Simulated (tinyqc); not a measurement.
## Admittance spectroscopy of a deep trap: admittance against temperature

Schottky contact on an n-type layer with shallow donors Nd (all ionised) and a donor-like deep trap, neutral when filled and positive when empty; depletion approximation. Traps within lam of the depletion edge stay filled. The traps at xt = W - lam, where the level crosses the Fermi level, follow a slow signal and not a fast one. w = 2 pi f.

Emission rate en = sn vth(T) Nc(T) exp(-Et/kB T) = sn g T^2 exp(-Et/kB T), g = vth Nc/(300 K)^2, as vth goes as T^0.5 and Nc as T^1.5 (degeneracy factor 1). lam = sqrt(2 eps0 eps_r (EF - ET)/(q Nd)), EF - ET = Et - (kB T/q) ln(Nc(T)/Nd), Nc(T) = Nc (T/300 K)^1.5. In the steady state at the band bending V, 2 eps0 eps_r V/q = Nd W^2 + Nt (W - lam)^2 (the second term only if W > lam). V = Vbi + Vr. C_HF = eps0 eps_r/W, C_LF = eps0 eps_r (Nd + Nt)/(Nd W + Nt xt). Inflection frequency w0 = 2 en [1 + Nt xt/(Nd W)]; C = C_HF + (C_LF - C_HF)/(1 + (w/w0)^2), G/w = (C_LF - C_HF)(w/w0)/(1 + (w/w0)^2).

Parameters, values chosen for the exercise; material values close to those of silicon: relative permittivity eps_r = 11.7; conduction-band density of states at 300 K Nc = 2.76e19 cm^-3; thermal velocity at 300 K vth = 2.4e7 cm/s; shallow donor density Nd = 9.1e16 cm^-3; built-in voltage Vbi = 0.82 V; depth of the trap below the conduction edge Et = 0.14 eV; capture cross-section sn = 1e-16 cm^2; trap density Nt = 5.5e15 cm^-3; reverse bias Vr = 0 V; signal frequency f = 520 Hz.

Constants: q = 1.602176634e-19 C, kB = 1.380649e-23 J/K, eps0 = 8.8541878128e-14 F/cm where lengths are in cm. Results are converted to the units shown.

Admittance against temperature:
```
T (K)  w0/(2 pi) (Hz)  C (nF/cm^2)  G/w (nF/cm^2)
86             11.235       97.101       0.045569
91             35.527       97.123        0.14200
95             82.122       97.175        0.31898
99             178.01       97.352        0.62872
103            364.51       97.819        0.95562
107            709.53       98.471        0.96029
112            1531.5       98.961        0.60574
116            2709.7       99.090        0.36458
120            4626.1       99.128        0.21640
124            7646.3       99.137        0.13057
128             12273       99.135       0.080686
```

What does the comparison show?

G/w goes from 0.0456 through a maximum of 0.960 (at T = 107 K among the rows listed) to 0.0807 nF/cm^2, where w0 passes the signal: w0/(2 pi) rises from 11.2 to 12300 Hz. C rises from 97.1 to 99.1 nF/cm^2. In 6 of the 11 rows T is below 110 K, where shallow donors begin to freeze out; the model keeps them ionised.

Computed by the program tinyqc: `OMP_NUM_THREADS=1 python tinyqc.py 2050111 2050112 out.jsonl`, one thread of a shared Intel Xeon 2.30GHz, about 0.01 s for the whole run.
